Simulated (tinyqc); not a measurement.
Interpolating the pair or each band alone: Wannier functions of a composite (isolated) pair of valence bands (bonds of an sp chain).

Each atom has a hybrid pointing left (<) and right (>). H(k): diagonal +V3 on A, -V3 on B; <A<|A>> = -V1a, <B<|B>> = -V1b, <A>|B<> = -V2, <B>|A<> = -V2p exp(ik); k in 1/a, Bloch sums with exp(ikR). The two lowest bands are filled. Trial functions in cell 0: g1 = cos(c) A> + sin(c) B<, and g2 = sin(c) B> + cos(c) A< of cell 1, whose Bloch vector has cos(c) exp(-ik) on A<. Projection A_mn = <psi_m|g_n>, S = A^+ A, Loewdin U = A S^(-1/2), Bloch-like states w_n = sum_m psi_m U_mn, H_W(k) = U^+ diag(E) U. P = sum_m |psi_m><psi_m| is free of phase choices, and S = g^+ P g, w = P g S^(-1/2).

Parameters, chosen for this exercise:
```
symbol  value  unit     meaning
V2      4.91   eV       coupling in the bond A-B inside the cell
V2p     3.29   eV       coupling in the bond to the next cell
V1a     1.11   eV       coupling of the two hybrids on A
V1b     1.78   eV       the same on B
V3      1.63   eV       A at +V3, B at -V3
c       45     degrees  trial bonds cos(c) on A, sin(c) on B
```

Largest error on 25 points from 0 to pi. Pair: diagonalise the Hermitian part of sum_R exp(ikR) H(R) over the N cells nearest the origin, with H(R) the mean of exp(-ikR) H_W(k) on the mesh k = 2 pi j/N. Alone: the cosine series of each sorted band on the same mesh.

Errors (meV):
```
N      pair  each band alone
3   8.75684         25.09761
4   0.29662          2.28787
5   0.35037          2.96263
6   0.02170          0.25573
8   0.00167          0.03661
10  0.00013          0.00479
14  0.00000          0.00011
```

smallest spacing of the two filled bands = 2.2741 eV

What does the comparison show, and why?

At N = 6 the pair errs by 0.022 meV and the single bands by 0.26; at N = 10, 0.00013 against 0.0048. Both fall exponentially: the pair at a rate tied to the gap to the empty bands (5.62 eV), the single bands at a slower one tied to their own spacing (2.274 eV at the closest). Not every column falls at every step, since even meshes hold k = pi and odd ones do not.

Run: tinyqc, `OMP_NUM_THREADS=1 python tinyqc.py 1480186 1480187 out.jsonl`; Intel(R) Xeon(R) Processor @ 2.30GHz, one thread, shared host; about 0.4 s of CPU time with all checks.
